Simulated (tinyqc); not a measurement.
From a target level to the width: type-II superlattice in the two-band Kane model. Three cases, with inputs chosen for the exercise.

Problem. Which width a puts the bottom of C1 at the energy below?

Motion along the axis, period d = a + b, c = hbar^2/2m0. Conduction and light-hole bands couple: (E - Ec)(E - Ev) = Ep c k^2 in each layer, with mass m(E) = (E - Ev)/Ep, which may be negative. The conduction envelope psi and psi'/m(E) are continuous; a layer carries them by [[cos kt, (m/k) sin kt], [-(k/m) sin kt, cos kt]] (cosh and sinh for k^2 < 0), and cos(q d) = tr(M_B M_A)/2. C1 is the first miniband above EvB, with its bottom at tr/2 = +1 and its top at -1; the gap is the bottom of C1 less the top heavy-hole level HH1.

Constants: hbar^2/2m0 = 3.80998211 eV angstrom^2.

Case 1.

Values chosen (near those of an InAs/GaSb superlattice; not measured data): b = 49 angstrom (layer B); EcA = 0 eV (conduction edge of A); EvA = -0.423 eV (valence edge of A); EcB = 0.969 eV (conduction edge of B); EvB = 0.166 eV (valence edge of B); EpA = 14.3 eV (coupling energy in A); EpB = 18.3 eV (coupling energy in B).

bottom of C1 = 0.298485 eV

Case 2.

Values chosen (near those of an InAs/GaSb superlattice; not measured data): b = 21 angstrom (layer B); EcA = 0 eV (conduction edge of A); EvA = -0.422 eV (valence edge of A); EcB = 0.953 eV (conduction edge of B); EvB = 0.129 eV (valence edge of B); EpA = 14.3 eV (coupling energy in A); EpB = 17.8 eV (coupling energy in B).

bottom of C1 = 0.297434 eV

Case 3.

Values chosen (near those of an InAs/GaSb superlattice; not measured data): b = 42 angstrom (layer B); EcA = 0 eV (conduction edge of A); EvA = -0.422 eV (valence edge of A); EcB = 0.954 eV (conduction edge of B); EvB = 0.158 eV (valence edge of B); EpA = 14.3 eV (coupling energy in A); EpB = 18.1 eV (coupling energy in B).

bottom of C1 = 0.320157 eV

Find: k in A; kappa in B; a.

Solution. At q = 0 the state is even in both layers: (k/m_A) tan(k a/2) = (kappa/m_B) tanh(kappa b/2) with the masses at that energy; the first branch of the arctangent gives a.

Case 1.

k in A = 0.06287 1/angstrom
kappa in B = 0.03569 1/angstrom
a = 39.0 angstrom

Case 2.

k in A = 0.06267 1/angstrom
kappa in B = 0.04035 1/angstrom
a = 30.0 angstrom

Case 3.

k in A = 0.06604 1/angstrom
kappa in B = 0.03861 1/angstrom
a = 35.0 angstrom

Computed by tinyqc, one run a case: `OMP_NUM_THREADS=1 python tinyqc.py N N+1 out.jsonl` with N = 1250382, 1250411, 1250475; one thread of a shared Intel(R) Xeon(R) Processor @ 2.30GHz, about 3 s a run at most.
